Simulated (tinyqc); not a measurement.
Junctionless gate-all-around wire, depletion approximation: one step of the calculation.

A uniformly doped n-type wire of radius R under a surrounding gate; long channel. Below flat band a shell from radius rc to R is fully depleted and the neutral core, at channel potential V (0 at the source, Vd at the drain), carries the current with constant mobility; s = (rc/R)^2 is the share of the cross-section that conducts. The edge of the depleted shell is taken as abrupt, so there is no subthreshold current.

Task. Voltages that deplete the wire. Cox = eps0 eox/(R ln(1 + tox/R)); A = q Nd R^2/(4 eps0 eps_r); B = q Nd R/(2 Cox); VT = Vfb - A - B.

Parameters, values chosen for the exercise; material values close to those of gallium nitride:
- eps_r = 9.49 (relative permittivity of the semiconductor)
- eox = 3.9 (relative permittivity of the gate insulator)
- tox = 2.1 nm (insulator thickness)
- R = 10 nm (wire radius)
- Nd = 9.4e18 cm^-3 (donor density)
- Vfb = 1.17 V (flat-band voltage)

Constants: q = 1.602176634e-19 C, eps0 = 8.8541878128e-14 F/cm where lengths are in cm. Results are converted to the units shown.

Give: Cox; A; B; VT.

Result.

Cox = 1.8115 uF/cm^2
A = 0.44809 V
B = 0.41568 V
VT = 0.30623 V

Of the 0.864 V needed, 48.1 % drops over the insulator. The device is normally off.

Numbers from tinyqc (`OMP_NUM_THREADS=1 python tinyqc.py 2460078 2460079 out.jsonl`; about 0.01 s on one thread of a shared Intel Xeon 2.30GHz).
